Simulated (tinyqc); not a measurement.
What moves the coefficients: Boltzmann transport in a parabolic band with a power-law relaxation time.

F_j(eta) = (1/Gamma(j + 1)) integral_0^infinity x^j dx/(1 + exp(x - eta)), which tends to exp(eta) for eta << 0.

n = N F_1/2(eta) with N = 2 (m kB T/(4 pi c))^(3/2) with c = hbar^2/2m0, in 1/angstrom^3; times 1e24 for 1/cm^3, m = md.

tau = tau0 x^r with x = E/kT. With K_j = Gamma(j + 1) F_j(eta): <tau> = tau0 (r + 3/2) K_(r+1/2)/((3/2) K_(1/2)); mu = <tau>/(mc m0/e), m0/e = 5.685630e-12 kg/C; Hall factor rH = (3/2) K_(1/2) (2r + 3/2) K_(2r+1/2)/((r + 3/2) K_(r+1/2))^2; Seebeck S = -(kB/e) [(r + 5/2) K_(r+3/2)/((r + 3/2) K_(r+1/2)) - eta]; Lorenz number L = (kB/e)^2 [(r + 7/2) K_(r+5/2)/((r + 3/2) K_(r+1/2)) - ((r + 5/2) K_(r+3/2)/((r + 3/2) K_(r+1/2)))^2]; kB/e in V/K. Valley anisotropy is left out of rH.

Constants: hbar^2/2m0 = 3.80998211 eV angstrom^2; kB = 8.617333262e-05 eV/K.

Values chosen for the exercise (masses near those of InP; tau0 is set for a mobility of the usual size at this n, kL is a free input; freeze-out and phonon drag, which matter near 77 K, are left out; shifted at random, so the results belong to these values and not to a real crystal): md = 0.079 m0 (density-of-states mass); mc = 0.0792 m0 (conductivity mass); tau0 = 93 fs (tau at E = kT); r = 0 (exponent of tau); T = 300 K; kL = 62 W/(m K) (lattice thermal conductivity); n = 7.2e+17 1/cm^3 (electron density).

sigma = e n mu with e = 1.602176634e-19 C; ZT = S^2 sigma T/(kL + L sigma T). Each row changes one parameter from the base and keeps the others.

Results:
```
case                 mu (cm^2/(V s))  sigma (S/cm)  S (microvolt/K)       ZT
base                            2065         238.2           -202.7  0.00473
md = 0.103 m0                   2065         238.2           -234.0  0.00630
mc = 0.103 m0                   1588         183.2           -202.7  0.00364
n = 1.44e+18 1/cm^3             2065         476.5           -151.6  0.00527
tau0 = 139.5 fs                 3098         357.4           -202.7  0.00708
kL = 31 W/(m K)                 2065         238.2           -202.7  0.00943
T = 350 K                       2065         238.2           -220.8  0.00654
```

The largest shifts from the base row, up to three for each result and ties (the steps differ in size, so this ranks the rows, not the parameters). mu (cm^2/(V s)): tau0 +1.03e+03, mc -477; unchanged at the printed digits by md, n, kL and T. sigma (S/cm): n +238, tau0 +119, mc -55.1; unchanged at the printed digits by md, kL and T. S (microvolt/K): n +51.2, md -31.3, T -18.1; unchanged at the printed digits by mc, tau0 and kL. ZT: kL +0.00471, tau0 +0.00236, T +0.00181. The row for T keeps tau0 fixed; for phonon scattering tau0 itself falls as T rises.

tinyqc: `OMP_NUM_THREADS=1 python tinyqc.py 1652347 1652348 out.jsonl`; about 0.01 s, one thread, shared Intel(R) Xeon(R) Processor @ 2.30GHz.
